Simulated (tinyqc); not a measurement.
Low-temperature mobility of a two-dimensional electron gas with static screening: one step, computed by the program tinyqc.

One subband is filled, the gas is degenerate and scatters at the Fermi circle; one permittivity serves on both sides of the interface. All formulas are in SI units, masses times m_0. Piezoelectric and polar phonons are left out, and n_s is taken as set by a gate, independent of N_i.

Question. Remote charges. Form factors with u = q/b: screening G(q) = [1 + 9u/8 + 3u^2/8]/(1 + u)^3, remote charge P(q) = exp(-q d)/(1 + u)^3. Dielectric function eps(q) = 1 + q_TF G(q)/q, with q = 2 k_F sin(theta/2). Remote charges: <|U|^2> = N_i [e^2 P(q)/(2 eps eps_0 q)]^2. 1/tau_t = (m/(pi hbar^3)) int_0^pi (1 - cos theta) <|U|^2>/eps(q)^2 dtheta; the quantum rate 1/tau_q drops the factor (1 - cos theta); 200 Gauss-Legendre points in s with theta = pi s^2, s from 0 to 1; mu = e tau_t/m.

Inputs (values chosen for the exercise, modelled on an InAs channel):
```
quantity                                        value    unit
in-plane mass m                                0.0294     m_0
permittivity eps                                 14.7       -
roughness height Delta                           0.26      nm
correlation length Lambda                         2.4      nm
remote charge density N_i                     2.2e+11  1/cm^2
distance d of the charges from the interface       29      nm
```

Wave function: Fang-Howard. Roughness spectrum: exponential.

k_F = 0.1175713 1/nm

b = 0.1944697 1/nm

q_TF = 0.07558905 1/nm

effective field F = 0.01969538 MV/cm

Constants: m_0 = 9.1093837015e-31 kg; hbar = 1.054571817e-34 J s; e = 1.602176634e-19 C; eps_0 = 8.8541878128e-12 F/m.

Give: tau_t, charges; tau_q, charges; remote-charge mobility; tau_t/tau_q, charges.

Answer.

tau_t, charges = 53.15 ps

tau_q, charges = 0.4168 ps

remote-charge mobility = 3.180e+06 cm^2/(V s)

tau_t/tau_q, charges = 127.5
